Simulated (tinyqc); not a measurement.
# Floating body of a partially depleted SOI transistor: body voltage and kink: two studies

Source at 0 V. Channel current Ic = 2 nf K Vt^2 [F(0) - F(Vd)](1 + la Vd), F(V) = ln^2(1 + exp((Vg - VT - nf V)/(2 nf Vt))), VT = VT0 - gb Vb. Saturation voltage Vs = 2 Vt sqrt(F(0)) + 3 Vt, excess Ve = (Vd - Vs + sqrt((Vd - Vs)^2 + 0.0004 V^2))/2, multiplication M1 = Ai Ve exp(-Bl/Ve). Each junction passes D(v) = J1 (exp(v/Vt) - 1) + J2 (exp(v/(2 Vt)) - 1). Bipolar current Ib = bb J1 (exp(Vb/Vt) - 1). The body settles where M1 (Ic + Ib) = D(Vb) + D(Vb - Vd) + Vb/Rb; drain current Id = (1 + M1)(Ic + Ib) - D(Vb - Vd).

Inputs (values chosen for the exercise); values of the order met in partially depleted silicon-on-insulator transistors: temperature T = 358 K; threshold at zero body voltage VT0 = 0.55 V; fall of the threshold per volt of body voltage gb = 0.11; slope factor nf = 1.15; gain factor per width K = 310 uA/(V^2 um); channel-length modulation factor la = 0.08 1/V; impact-ionisation prefactor Ai = 3.43 1/V; impact-ionisation voltage Bl = 6.6 V; diffusion saturation current of each junction J1 = 6.8e-11 uA/um; recombination saturation current of each junction J2 = 5.1e-7 uA/um; gain of the lateral bipolar transistor on the diffusion current bb = 1; resistance of a weak body tie to the source (1e9 stands for no tie, and the term is then dropped) Rb = 1e9 kohm um; gate voltage Vg = 0.52 V; drain voltage Vd = 1.3 V.

Constants: q = 1.602176634e-19 C, kB = 1.380649e-23 J/K, Vt = kB T/q. Results are converted to the units shown.

Each table varies one quantity; the others keep the values above.

## Output curve and kink

Rows with more than one solution for Vb (latch) are left out; dId/dVd by a forward difference over 1e-4 V, swing = 1e-4 V over the change of log10 Id; M1 under 1e-12 is printed as 0.

Result of one run:

| Vd (V) | Vb (V) | M1 | Id, floating (uA/um) | Id, grounded (uA/um) | ratio | dId/dVd, floating (uS/um) | dId/dVd, grounded (uS/um) |
|---|---|---|---|---|---|---|---|
| 1.4 | 0.5777 | 0.02167 | 0.7159 | 0.1964 | 3.645 | 0.4917 | 0.03717 |

What becomes of these results when the drain voltage Vd is changed from 1.4 to 1.8 V, all else the same?

Result of the changed run:

| Vd (V) | Vb (V) | M1 | Id, floating (uA/um) | Id, grounded (uA/um) | ratio | dId/dVd, floating (uS/um) | dId/dVd, grounded (uS/um) |
|---|---|---|---|---|---|---|---|
| 1.8 | 0.6415 | 0.1020 | 0.9692 | 0.2192 | 4.421 | 0.8709 | 0.08046 |

The whole series:

| Vd (V) | Vb (V) | M1 | Id, floating (uA/um) | Id, grounded (uA/um) | ratio | dId/dVd, floating (uS/um) | dId/dVd, grounded (uS/um) |
|---|---|---|---|---|---|---|---|
| 0.8 | 0.2675 | 1.118e-4 | 0.3429 | 0.1834 | 1.870 | 0.8522 | 0.01418 |
| 1 | 0.4337 | 0.001324 | 0.5004 | 0.1864 | 2.685 | 0.6890 | 0.01673 |
| 1.2 | 0.5246 | 0.006782 | 0.6181 | 0.1904 | 3.247 | 0.5112 | 0.02394 |
| 1.4 | 0.5777 | 0.02167 | 0.7159 | 0.1964 | 3.645 | 0.4917 | 0.03717 |
| 1.6 | 0.6139 | 0.05173 | 0.8239 | 0.2056 | 4.006 | 0.6100 | 0.05633 |
| 1.8 | 0.6415 | 0.1020 | 0.9692 | 0.2192 | 4.421 | 0.8709 | 0.08046 |
| 2 | 0.6644 | 0.1761 | 1.186 | 0.2381 | 4.981 | 1.340 | 0.1083 |
| 2.2 | 0.6849 | 0.2764 | 1.531 | 0.2628 | 5.825 | 2.201 | 0.1388 |

Vb rises from 0.268 to 0.685 V and the ratio of the currents rises from 1.87 to 5.83. The output conductance with a floating body exceeds the grounded value by the largest factor among the rows, 60.1, at Vd = 0.8 V, where Vb = 0.268 V and M1 = 1.12e-4.

## Transfer curve and swing

Same model as above.

Transfer curve and swing:

| Vg (V) | Vb (V) | M1 | Id, floating (uA/um) | Id, grounded (uA/um) | ratio | swing, floating (mV/decade) | swing, grounded (mV/decade) |
|---|---|---|---|---|---|---|---|
| 0.1 | 0.04552 | 0.01751 | 3.227e-6 | 2.869e-6 | 1.125 | 96.29 | 99.42 |
| 0.2 | 0.08066 | 0.01747 | 5.094e-5 | 3.982e-5 | 1.279 | 75.61 | 83.05 |
| 0.3 | 0.2359 | 0.01728 | 0.001322 | 6.447e-4 | 2.051 | 68.67 | 82.96 |
| 0.4 | 0.4220 | 0.01634 | 0.03328 | 0.009901 | 3.361 | 76.90 | 86.47 |
| 0.5 | 0.5397 | 0.01350 | 0.4428 | 0.1227 | 3.609 | 107.5 | 99.30 |
| 0.6 | 0.5924 | 0.009134 | 2.473 | 0.9278 | 2.665 | 171.1 | 135.4 |
| 0.7 | 0.6118 | 0.005251 | 7.303 | 3.747 | 1.949 | 264.9 | 204.7 |
| 0.8 | 0.6136 | 0.002658 | 15.15 | 9.494 | 1.595 | 374.6 | 299.9 |
| 0.9 | 0.6037 | 0.001179 | 25.88 | 18.32 | 1.413 | 491.1 | 407.7 |

What does the table show?

Vb goes from 0.0455 through a maximum of 0.614 (at Vg = 0.8 V among the rows listed) to 0.604 V. The smallest swing among the rows is 68.7 mV a decade with a floating body (at Vg = 0.3 V) and 83.0 with a grounded one; Vt ln 10 = 71.0. The floating swing is smaller by more than 3 % for Vg = 0.1, 0.2, 0.3, 0.4 V, where the rising Vb lowers the threshold as Vg rises. In the first row the floating body raises the current by a factor of 1.12.

Range of the model: The multiplication law is an empirical form chosen for the exercise; self-heating and capacitive coupling to the body are left out, and the linear laws are rough once Vb passes about 0.7 V or M1 about 0.1.

tinyqc, about 0.2 s, one thread, Intel Xeon 2.30GHz (shared host): `OMP_NUM_THREADS=1 python tinyqc.py 2182162 2182163 out.jsonl`
